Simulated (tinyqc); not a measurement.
## Hoppings from the band edges

Inverse problem. A dimerised chain has bands +/- sqrt(dl^2 + t1^2 + t2^2 + 2 t1 t2 cos k). Its semi-infinite form starts with the bond t1 and has a state bound to its end; such a state exists only for t1 < t2. Find t1 and t2.

Values chosen for this exercise: site energy, +dl on A and -dl on B dl = 0 eV.

bottom and top of the upper band (eV): [0.54, 1.46]

Answer. The top gives t1 + t2 = sqrt(E^2 - dl^2) and the bottom |t1 - t2|; the end state decides which is larger.

t1 = 0.460 eV
t2 = 1.00 eV

tinyqc, about 0.02 s, one thread, Intel Xeon 2.30GHz (shared host): `OMP_NUM_THREADS=1 python tinyqc.py 2680101 2680102 out.jsonl`
